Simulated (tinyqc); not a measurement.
Oxide trap near a transistor channel: two-state multiphonon kinetics, telegraph noise and bias instability: one step, computed by the program tinyqc.

An n-channel device under positive gate bias. The trap is empty (state 1) or holds an electron (state 2); both states are parabolas of equal curvature, and the electron reservoir is taken at the Fermi level of the channel.

Problem. Step height and noise. Charge-sheet step dV = e (t_ox - x)/(eps_ox eps_0 W L); Lorentzian spectrum S(f) = 4 dV^2 tau_0^2/((tau_c + tau_e)(1 + (2 pi f tau_0)^2)); corner 1/(2 pi tau_0); variance dV^2 f_2 (1 - f_2) = dV^2 tau_0/(tau_c + tau_e).

Inputs (values chosen for the exercise, with an insulator like HfO2 on silicon): insulator constant eps_ox = 21; insulator thickness t_ox = 3.2 nm; trap depth x from the interface = 1.4 nm; temperature T = 200 K; channel width W = 50 nm; channel length L = 49 nm; frequency f = 100 Hz.

Parts treated: one trap and an ensemble.

tau_0 = 1.557318 s

capture time tau_c = 460.6164 s

emission time tau_e = 1.562601 s

Constants: e = 1.602176634e-19 C; eps_0 = 8.8541878128e-12 F/m.

Give: threshold step dV; corner frequency; S(f); root-mean-square noise.

Solution.

threshold step dV = 0.6331 mV

corner frequency = 0.1022 Hz

S(f) = 8.786e-15 V^2/Hz

root-mean-square noise = 0.03675 mV

f lies above the corner, on the 1/f^2 tail. Random dopants and current percolation, left out here, spread real steps around this value.
